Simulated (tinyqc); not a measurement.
Bound state in one dimension: Numerov shooting, finite differences, DVR, step by step. Computed by tinyqc, a small Python program that keeps every step. Settings: points = 64. Command: `OMP_NUM_THREADS=1 python tinyqc.py 26994 26995 out.jsonl` (the two numbers bound the seeds that draw the settings). One thread of a shared host (Intel(R) Xeon(R) Processor @ 2.60GHz), about 0.01 s of CPU time with the checks.

## Numerov steps at E = 0.1

One particle of mass 1 in V = 1.4^2 x^2/2 + 0 x^4 (atomic units), psi = 0 at both ends:
```
parameter                 value
left end              -4.500000
right end              4.500000
intervals                    64
h                      0.140625
state sought (nodes)          1
```

k_i = 2 m (E - V_i); (1 + h^2 k_(i+1)/12) y_(i+1) = 2 (1 - 5 h^2 k_i/12) y_i - (1 + h^2 k_(i-1)/12) y_(i-1), from y_0 = 0, y_1 = 0.001.

Points along the way:
```
i         x        V         k         y
0   -4.5000  19.8450  -39.4900    0.0000
1   -4.3594  18.6241  -37.0481    0.0010
2   -4.2188  17.4419  -34.6838    0.0028
3   -4.0781  16.2985  -32.3970    0.0065
4   -3.9375  15.1938  -30.1877    0.0147
5   -3.7969  14.1279  -28.0559    0.0319
21  -1.5469   2.3450   -4.4899  206.0336
22  -1.4062   1.9380   -3.6760  285.2276
23  -1.2656   1.5698   -2.9395  385.0901
24  -1.1250   1.2403   -2.2806  507.2415
25  -0.9844   0.9496   -1.6992  652.1484
26  -0.8438   0.6977   -1.1954  818.8365
```

## Bisection on the node count

With more sign changes than the state has nodes (the last point included) the energy is too high, else too low; the bracket starts as 0.1 to 12.

Trials:
```
trial         E  sign changes  y at the right end   next
1      6.050000             4            3.87e+02  lower
2      3.075000             2            1.79e+05  lower
3      1.587500             1           -7.59e+06  raise
4      2.331250             2            6.13e+05  lower
5      1.959375             1           -9.69e+05  raise
6      2.145313             2            1.98e+05  lower
7      2.052344             1           -2.63e+05  raise
8      2.098828             1           -5.62e+03  raise
9      2.122070             2            1.03e+05  lower
10     2.110449             2            5.01e+04  lower
11     2.104639             2            2.26e+04  lower
12     2.101733             2            8.61e+03  lower
13     2.100281             2            1.52e+03  lower
14     2.099554             1           -2.04e+03  raise
...         ...           ...                 ...    ...
29     2.099971             1           -1.71e-03  raise
30     2.099971             2            5.27e-02  lower
31     2.099971             2            2.55e-02  lower
```

eigenvalue = 2.099971 hartree

## The same grid by other methods

Three-point finite differences and the sine-DVR kinetic matrix of Colbert and Miller on the same points.

Lowest levels (hartree):
```
state  finite differences     DVR
0                  0.6988  0.7000
1                  2.0939  2.1000
2                  3.4842  3.5000
3                  4.8695  4.9000
```
